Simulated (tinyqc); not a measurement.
Plasmons of a degenerate electron gas in the random-phase approximation, step by step. Values are carried at full precision from step to step, so a last printed digit may differ when a step is redone from the rounded ones.

Zero temperature, parabolic band: kF = (3 pi^2 n)^(1/3), EF = c kF^2/m, Ep^2 = 8 pi c e2 n/(m eb), qTF^2 = 6 pi e2 n/(eb EF), c = hbar^2/2m0, e2 = e^2/(4 pi eps0), n in 1/angstrom^3 (1e-24 per 1/cm^3).

Constants: hbar^2/2m0 = 3.80998211 eV angstrom^2; e^2/(4 pi eps0) = 14.39964547 eV angstrom; a0 (Bohr radius) = 0.5291772105 angstrom.

Values chosen for the exercise (a free-electron density near that of Na; shifted at random, so the results belong to these values and not to a real crystal):
- n = 2.68e+22 1/cm^3 (electron density)
- m = 1 m0 (mass)
- eb = 1 (background dielectric constant)
- q = 1.25 1/angstrom (wave vector)
- E = 2.11 eV (energy transfer)
- qp = 0.189 1/angstrom (wave vector of the plasmon)

## Scales of the gas

Also rs = (3/(4 pi n))^(1/3) m/(a0 eb).

kF = 0.92580 1/angstrom
EF = 3.2656 eV
Ep = 6.0789 eV
qTF = 1.4925 1/angstrom
hbar vF = 7.0546 eV angstrom
rs = 3.917

Ep/EF = 1.862. With rs above 1 exchange and correlation, left out here, lower the dispersion noticeably.

## The dielectric function at one point

Lindhard function: eps(q, E)/eb = 1 + (qTF/q)^2 (f1 + i f2) with z = q/(2 kF), u = E/(hbar vF q), hbar vF = 2 c kF/m; f1 = 1/2 + [h(z - u) + h(z + u)]/(8 z), h(x) = (1 - x^2) ln|(x + 1)/(x - 1)|; f2 = pi u/2 for z + u < 1, (pi/(8 z))(1 - (z - u)^2) for |z - u| < 1 < z + u, else 0. Pairs exist for c (q^2 - 2 q kF)/m < E < c (q^2 + 2 q kF)/m.

Give also the loss function Im(-eb/eps).

z, u: 0.6751  0.2393

f1, f2: 0.7344  0.3759

eps/eb = 2.047+0.536i
loss function = 0.120

The point lies inside the pair continuum, so eps has an imaginary part.

## The plasmon at one wave vector

Solve f1 (qTF/q)^2 = -1 above the continuum, and compare with E^2 = Ep^2 + (3/5)(hbar vF q)^2 + (c q^2/m)^2.

top of the continuum = 1.469 eV
plasmon energy = 6.168 eV
short formula = 6.168 eV

The plasmon lies 4.699 eV above the continuum and 1.5 % above Ep; the short formula errs by -0.01 %.

## Where Landau damping starts

Find qc at which the plasmon meets the top of the continuum, eps(qc, c (qc^2 + 2 qc kF)/m) = 0, and compare with Ep/(hbar vF).

qc = 0.8685 1/angstrom
qc/kF = 0.938
energy there = 9.000 eV
Ep/(hbar vF) = 0.8617 1/angstrom

The simple estimate is 0.992 times qc.

## Checks

- F-sum of the loss function at q = 1.3 qc over (pi/2) Ep^2 against 1: both 1.00.
- f1 at E = 0 and z = 0.6 against the static Lindhard function: both 0.86968.

Run: tinyqc, `OMP_NUM_THREADS=1 python tinyqc.py 1651929 1651930 out.jsonl`; Intel(R) Xeon(R) Processor @ 2.30GHz, one thread, shared host; about 0.01 s of CPU time with all checks.
